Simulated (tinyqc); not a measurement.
Band offset of a heterojunction with an interface dipole (two-band chains, self-consistent charge), step by step. Values are carried at full precision from step to step, so a last printed digit may differ when a step is redone from the rounded ones.

Sites alternate A, C. Left: A at -G1/2, C at +G1/2, hopping -t1; right: A at D - G2/2, C at D + G2/2, hopping -t2; the bonds across the two interfaces of a ring (C left to A right, C right to A left) have -sqrt(t1 t2). D is the offset of the mid-gaps, so Ev(right) - Ev(left) = D - (G2 - G1)/2 and Ec(right) - Ec(left) = D + (G2 - G1)/2. The closing bond has its sign reversed (antiperiodic ring). Half the levels are filled with two electrons each. The charge moved is q = (electrons on the left) less one a site; the mean over the two interfaces, q/2, is taken as the charge that crosses each, and its dipole opposes the offset: D = D0 - u q/2.

Parameters, chosen for this exercise (gaps near those of Si and HfO2; the chains and D0 are free models, so the offsets are not those of the real pair; shifted at random, so the results belong to these values and not to a real crystal):
- G1 = 1.09 eV (gap on the left)
- G2 = 6.09 eV (gap on the right)
- t1 = 1.95 eV (hopping on the left)
- t2 = 1.82 eV (hopping on the right)
- D0 = 1.05 eV (mid-gap of the right side above that of the left, without dipole)
- n = 3 (cells a side in the small ring)
- u = 2.4 eV (potential step per electron moved across)
- mx = 0.8 (mixing)

## The small ring at D = D0

Fill in H.

H (eV), rows AL1, CL1, AL2, CL2, AL3, CL3, AR1, CR1, AR2, CR2, AR3, CR3 and columns alike:
```
[[-0.5450, -1.9500, 0, 0, 0, 0, 0, 0, 0, 0, 0, 1.8839],
 [-1.9500, 0.5450, -1.9500, 0, 0, 0, 0, 0, 0, 0, 0, 0],
 [0, -1.9500, -0.5450, -1.9500, 0, 0, 0, 0, 0, 0, 0, 0],
 [0, 0, -1.9500, 0.5450, -1.9500, 0, 0, 0, 0, 0, 0, 0],
 [0, 0, 0, -1.9500, -0.5450, -1.9500, 0, 0, 0, 0, 0, 0],
 [0, 0, 0, 0, -1.9500, 0.5450, -1.8839, 0, 0, 0, 0, 0],
 [0, 0, 0, 0, 0, -1.8839, -1.9950, -1.8200, 0, 0, 0, 0],
 [0, 0, 0, 0, 0, 0, -1.8200, 4.0950, -1.8200, 0, 0, 0],
 [0, 0, 0, 0, 0, 0, 0, -1.8200, -1.9950, -1.8200, 0, 0],
 [0, 0, 0, 0, 0, 0, 0, 0, -1.8200, 4.0950, -1.8200, 0],
 [0, 0, 0, 0, 0, 0, 0, 0, 0, -1.8200, -1.9950, -1.8200],
 [1.8839, 0, 0, 0, 0, 0, 0, 0, 0, 0, -1.8200, 4.0950]]
```

## Levels and site charges

Diagonalise, fill the lower half with two electrons each, and sum the electrons on the left (L) less one a site.

levels (eV): [-3.9366, -3.5674, -3.0712, -2.7024, -2.0095, -1.0133, 1.2395, 2.4865, 3.5262, 4.5000, 5.1926, 5.6555]

electrons on the sites: AL1 1.4403, CL1 0.7054, AL2 1.3369, CL2 0.6940, AL3 1.3316, CL3 0.6191, AR1 1.6633, CR1 0.2044, AR2 1.7850, CR2 0.2094, AR3 1.7830, CR3 0.2277

q = 0.1273 electrons

Electrons move to the left, the side whose mid-gap lies lower.

## Self-consistent offset

From here on the ring has 24 cells a side.

Start at D = D0; D(out) = D0 - u q(D)/2; D(new) = D + mx (D(out) - D); stop when |D(out) - D| < 1e-7 eV.

Iterations:
```
i   D (eV)        q  D(out) (eV)  D(out) - D
0  1.05000  0.13245      0.89106      -0.159
1  0.92285  0.11501      0.91199     -0.0109
2  0.91416  0.11384      0.91340   -0.000767
3  0.91355  0.11375      0.91350   -5.43e-05
4  0.91351  0.11375      0.91350   -3.85e-06
5  0.91350  0.11375      0.91350   -2.73e-07
6  0.91350  0.11375      0.91350   -1.93e-08
```

D = 0.9135 eV

Converged at i = 6: the dipole removes 13 % of the starting offset.

## Linear response

chi = (q(+h) - q(-h))/(2h) at D = 0 with h = 0.01 eV; S = 1/(1 + u chi/2); linear estimate D = S D0.

chi = 0.11960 1/eV
S = 0.8745
linear estimate of D = 0.9182 eV

The self-consistent value is 0.9135 eV, -4.7 meV from the estimate. At D = 0 no net charge crosses: the mid-gaps are the neutrality levels of these symmetric chains.

## The line-up

Ev(right) - Ev(left) = D - (G2 - G1)/2 and Ec(right) - Ec(left) = D + (G2 - G1)/2, for D0, for the self-consistent D and for D = 0. Type I: the offsets have opposite signs; type III: one valence edge lies above the other conduction edge; else type II.

Offsets (eV):
```
case                           D  valence  conduction                 type
no dipole                  1.050   -1.450       3.550  type I (straddling)
self-consistent            0.914   -1.586       3.414  type I (straddling)
neutrality levels aligned  0.000   -2.500       2.500  type I (straddling)
```

The dipole shifts both offsets alike and leaves the type.

## Checks

- q at D = 0 against zero, as particle-hole symmetry demands: both 0.000000.
- q at the self-consistent D on 24 against 48 cells a side: both 0.1137.

Program tinyqc; command `OMP_NUM_THREADS=1 python tinyqc.py 1450282 1450283 out.jsonl`; about 0.3 s on one thread of a shared Intel(R) Xeon(R) Processor @ 2.30GHz.
